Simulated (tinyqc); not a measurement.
# Trap density from the barrier height

Inverse problem. In a partly depleted grain with all boundary traps filled, 2 N W = Qt and VB = q N W^2/(2 eps0 eps_r). Find Qt, W and the doping at which VB would equal Vt.

Parameters, values chosen for the exercise:
- T = 300 K (temperature)
- eps_r = 11.7 (relative permittivity)

Constants: q = 1.602176634e-19 C, kB = 1.380649e-23 J/K, Vt = kB T/q, eps0 = 8.8541878128e-14 F/cm where lengths are in cm. Results are converted to the units shown.

doping = 2e18 cm^-3
barrier height = 0.086995809 V

Answer. Eliminating W gives VB = q Qt^2/(8 eps0 eps_r N), which falls as 1/N.

Qt = 3.000e12 cm^-2
W = 7.500 nm
doping for VB = Vt = 6.730e18 cm^-3

tinyqc, about 0.01 s, one thread, Intel Xeon 2.30GHz (shared host): `OMP_NUM_THREADS=1 python tinyqc.py 2830004 2830005 out.jsonl`
